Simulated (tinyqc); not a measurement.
Sensitivity of the reflectance: thin-film optics by transfer matrices.

Indices N = n + i k. Snell: N0 sin(theta) = N_j sin(theta_j), with Im(N_j cos theta_j) >= 0. Admittance y_j = N_j cos theta_j for s and N_j/cos theta_j for p. Phase delta_j = 2 pi N_j cos theta_j d_j/lambda. Layer matrix [[cos delta, -i sin delta/y], [-i y sin delta, cos delta]], multiplied from the top down to M. (B, C) = M (1, y_sub); r = (y0 B - C)/(y0 B + C), R = |r|^2, T = 4 Re y0 Re y_sub/|y0 B + C|^2, absorbed in the films 1 - R - T.

Values chosen for the exercise (indices near those of HfO2, SiO2 on Si; the results hold for these values, not for the real material): lam = 193 nm (vacuum wavelength); n0 = 1 (ambient index); n = (2.751, 1.535, 0.868) (n of HfO2, SiO2, substrate); k = (0.608, 0, 2.795) (k in the same order); d = (4.8, 10.2) nm (thicknesses, top first); theta = 30 degrees (angle of incidence).

R for both polarisations.

One parameter was then changed.

Results before and after:
```
case        R_s     R_p     T_s
base     0.0088  0.0419  0.3065
changed  0.0091  0.0407  0.3028
```

Which of these changes was made? (a) lam = 198 nm; (b) theta = 35 degrees; (c) n = (2.806, 1.535, 0.868); (d) d = (9.8, 10.2) nm; (e) k = (0.608, 0, 3.084).

Answer: (c) n = (2.806, 1.535, 0.868). Of the candidates, run in turn, only this one gives the changed row.

All candidates:
```
case                          R_s     R_p     T_s
base                       0.0088  0.0419  0.3065
d = (9.8, 10.2) nm         0.2206  0.1627  0.1408
n = (2.806, 1.535, 0.868)  0.0091  0.0407  0.3028
k = (0.608, 0, 3.084)      0.0129  0.0503  0.2832
lam = 198 nm               0.0101  0.0440  0.3149
theta = 35 degrees         0.0047  0.0504  0.3039
```

Program tinyqc; command `OMP_NUM_THREADS=1 python tinyqc.py 1680292 1680293 out.jsonl`; about 0.01 s on one thread of a shared Intel(R) Xeon(R) Processor @ 2.30GHz.
